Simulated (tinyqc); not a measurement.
Inversion-layer mobility, back-scattering and ballistic limit of a field-effect transistor: one step, computed by the program tinyqc. Command: `OMP_NUM_THREADS=1 python tinyqc.py 3001183 3001184 out.jsonl mos walk`. One thread of a shared host (Intel(R) Xeon(R) Processor @ 2.30GHz), about 0.01 s of CPU time with the checks.

The charge at the top of the source barrier is fixed by the gate; series resistance and short-channel effects are left out. F_j are Fermi integrals normalised to exp(eta) in the classical limit.

Task: Effective mobility. mu_phonon = mu_ph (E_eff/1 MV/cm)^(-0.3) (T/300 K)^(-1.75); mu_rough = mu_sr (E_eff/1 MV/cm)^(-2); mu_Coulomb = mu_C (N_inv/1e12 cm^-2) (T/300 K); Matthiessen's rule adds 1/mu.

Inputs (values chosen for the exercise, modelled on a germanium p-channel):
```
quantity                                     value        unit
phonon mobility at 1 MV/cm and 300 K, mu_ph    240  cm^2/(V s)
roughness mobility at 1 MV/cm, mu_sr           330  cm^2/(V s)
Coulomb mobility at N_inv = 1e12/cm^2, mu_C    630  cm^2/(V s)
temperature T                                  300           K
```

Statistics at the top of the barrier: non-degenerate.

inversion density N_inv = 3.326622e+11 1/cm^2

effective field E_eff = 0.1188371 MV/cm

Give: phonon part; roughness part; Coulomb part; effective mobility mu.

Result:

phonon part = 454.7 cm^2/(V s)

roughness part = 23367 cm^2/(V s)

Coulomb part = 209.6 cm^2/(V s)

effective mobility mu = 142.6 cm^2/(V s)

The Coulomb part is the lowest and holds 68 % of 1/mu.
